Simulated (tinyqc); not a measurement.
Resistive crossbar, vector-matrix product with wire resistance: one step of the calculation.

3 rows and 2 columns. Cell (i, j) joins row node wij to column node bij. Each row is driven at its left end through one wire segment rw; neighbouring nodes along a row or a column are joined by rw; each column ends below the last row in one more rw and a virtual ground, where its current is read. Ideal output: I_j = sum_i V_i G_ij.

Task. Node voltages and column currents. Solve A x = b; I_j = b3j/rw.

Parameters, values chosen for the exercise: wire resistance between neighbouring cells rw = 100 ohm.

A (uS):
```
           w11        w12        w21        w22        w31        w32        b11        b12
w11  20005.300     -10000          0          0          0          0       -5.3          0
w12     -10000  10017.000          0          0          0          0          0        -17
w21          0          0  20006.900     -10000          0          0          0          0
w22          0          0     -10000  10058.000          0          0          0          0
w31          0          0          0          0  20019.000     -10000          0          0
w32          0          0          0          0     -10000  10068.000          0          0
b11       -5.3          0          0          0          0          0  10005.300          0
b12          0        -17          0          0          0          0          0  10017.000
b21          0          0       -6.9          0          0          0     -10000          0
b22          0          0          0        -58          0          0          0     -10000
b31          0          0          0          0        -19          0          0          0
b32          0          0          0          0          0        -68          0          0

           b21        b22        b31        b32
w11          0          0          0          0
w12          0          0          0          0
w21       -6.9          0          0          0
w22          0        -58          0          0
w31          0          0        -19          0
w32          0          0          0        -68
b11     -10000          0          0          0
b12          0     -10000          0          0
b21  20006.900          0     -10000          0
b22          0  20058.000          0     -10000
b31     -10000          0  20019.000          0
b32          0     -10000          0  20068.000
```

b (uA): w11 2900, w12 0, w21 3700, w22 0, w31 1900, w32 0, b11 0, b12 0, b21 0, b22 0, b31 0, b32 0

Give: row nodes; column nodes; column currents.

Result.

row nodes (mV): w11 289.4, w12 288.9, w21 367.7, w22 365.6, w31 188.4, w32 187.2
column nodes (mV): b11 1.320, b12 6.852, b21 1.168, b22 6.372, b31 0.7621, b32 3.810
column currents (uA): column 1 7.621, column 2 38.10

tinyqc, about 0.01 s, one thread, Intel Xeon 2.30GHz (shared host): `OMP_NUM_THREADS=1 python tinyqc.py 2880107 2880108 out.jsonl`
